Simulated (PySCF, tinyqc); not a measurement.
Inside a calculation. Method: CID on RHF in the sto-3g basis, for H4, spin multiplicity 1. The lowest restricted solution is unstable here: a spin-polarised one lies 0.1307 hartree lower (PySCF). One step of it, computed by the program tinyqc.

Question. CID: determinants and Hamiltonian. Slater-Condon rules over spin orbitals, with the nuclear repulsion added and E(HF) subtracted on the diagonal. Only determinants linked to the reference directly or through others are kept (one block of an abelian symmetry group), so some states are absent.

one-electron integrals over orbitals h = C^T H C (hartree), lower triangle:
```
,1,2,3,4
1,-1.304765
2,0.000034,-1.194289
3,0.104235,0.000230,-1.054923
4,-0.000187,0.083932,0.000032,-0.997105
```

Two-electron integrals over orbitals (pq|rs), unique and non-zero (hartree):
```
p,q,r,s,(pq|rs)
1,1,1,1,0.379075
2,1,1,1,-0.000347
2,1,2,1,0.170805
2,2,1,1,0.352277
2,2,2,1,0.000313
2,2,2,2,0.362301
3,1,1,1,-0.055018
3,1,2,1,-0.000159
3,1,2,2,0.010535
3,1,3,1,0.119723
3,2,1,1,-0.000270
3,2,2,1,0.070288
3,2,2,2,0.000151
3,2,3,1,0.000203
3,2,3,2,0.131081
3,3,1,1,0.355537
3,3,2,1,0.000293
3,3,2,2,0.362949
3,3,3,1,0.008513
3,3,3,2,0.000148
3,3,3,3,0.373040
4,1,1,1,0.000165
4,1,2,1,-0.027232
4,1,2,2,-0.000066
4,1,3,1,-0.000213
4,1,3,2,0.092597
4,1,3,3,-0.000059
4,1,4,1,0.110133
4,2,1,1,-0.058369
4,2,2,1,-0.000155
4,2,2,2,0.005574
4,2,3,1,0.119787
4,2,3,2,0.000226
4,2,3,3,0.008370
4,2,4,1,-0.000197
4,2,4,2,0.123437
4,3,1,1,-0.000343
4,3,2,1,0.172815
4,3,2,2,0.000334
4,3,3,1,-0.000153
4,3,3,2,0.073671
4,3,3,3,0.000314
4,3,4,1,-0.026437
4,3,4,2,-0.000157
4,3,4,3,0.181956
4,4,1,1,0.393440
4,4,2,1,-0.000317
4,4,2,2,0.366989
4,4,3,1,-0.057597
4,4,3,2,-0.000272
4,4,3,3,0.374229
4,4,4,1,0.000162
4,4,4,2,-0.061984
4,4,4,3,-0.000327
4,4,4,4,0.417841
```

nuclear repulsion = 1.40777482 hartree

Hartree-Fock energy = -1.78146007 hartree

Give: determinants; H - E(HF) between determinants.

Answer.

Occupation strings over the orbitals (2 doubly, a alpha, b beta, 0 empty; spin orbitals ordered 1a 1b 2a 2b ...): 2200 aabb 2020 20ab ab20 abab 20ba 2002 abba ab02 ba20 baab 0220 02ab baba ba02 02ba 0202 bbaa

H - E(HF) between determinants (hartree), lower triangle:
```
,2200,aabb,2020,20ab,ab20,abab,20ba,2002,abba,ab02,ba20,baab,0220,02ab,baba,ba02,02ba,0202,bbaa
2200,0.0000
aabb,-0.0272,0.4908
2020,0.1311,0.0926,0.4047
20ab,0.0002,-0.0002,-0.0001,0.5491
ab20,-0.0002,0.0002,0.0001,0.0530,0.4918
abab,-0.0926,-0.1311,0.0802,-0.0001,0.0001,0.6004
20ba,-0.0002,0.0002,0.0001,-0.1820,-0.1728,0.0000,0.5491
2002,0.1234,-0.1198,0.1820,-0.0008,0.0000,0.1728,0.0008,0.7359
abba,0.1198,-0.1234,-0.1728,0.0000,-0.0006,-0.1820,-0.0005,-0.0530,0.6024
ab02,0.0002,-0.0002,0.0000,0.1728,0.1820,-0.0001,-0.0802,-0.0008,0.0005,0.7534
ba20,0.0002,-0.0002,-0.0001,-0.1728,-0.1708,0.0000,0.0530,0.0000,0.0000,0.0000,0.4918
baab,0.1198,-0.1197,-0.1728,0.0005,0.0000,-0.1708,0.0000,-0.0530,0.0000,0.0000,0.0006,0.6024
0220,0.1197,-0.1198,0.1708,0.0000,0.0007,0.1728,0.0000,0.0000,-0.0530,0.0000,-0.0007,-0.0530,0.6158
02ab,-0.0002,0.0002,0.0000,0.1708,0.1728,0.0001,0.0000,0.0000,0.0000,0.0530,-0.0802,-0.0005,0.0008,0.6905
baba,-0.0926,-0.1101,0.0802,0.0000,0.0000,0.0000,0.0001,0.1728,-0.1708,0.0000,-0.0001,-0.1820,0.1728,0.0000,0.6004
ba02,-0.0002,0.0002,0.0000,-0.0802,0.0000,0.0000,0.1728,0.0008,0.0000,-0.1708,0.1820,-0.0005,0.0000,-0.1728,0.0001,0.7534
02ba,0.0002,-0.0002,0.0000,0.0000,-0.0802,0.0000,0.1708,0.0000,0.0005,-0.1728,0.1728,0.0000,-0.0008,-0.1820,-0.0001,0.0530,0.6905
0202,0.1101,0.0926,0.0000,0.0000,0.0000,0.0802,0.0000,0.1708,-0.1728,-0.0001,0.0000,-0.1728,0.1820,0.0001,0.0802,0.0001,-0.0001,0.8077
bbaa,-0.0272,0.0000,0.0926,-0.0002,0.0002,-0.1101,0.0002,-0.1198,-0.1197,-0.0002,-0.0002,-0.1234,-0.1198,0.0002,-0.1311,0.0002,-0.0002,0.0926,0.4908
```
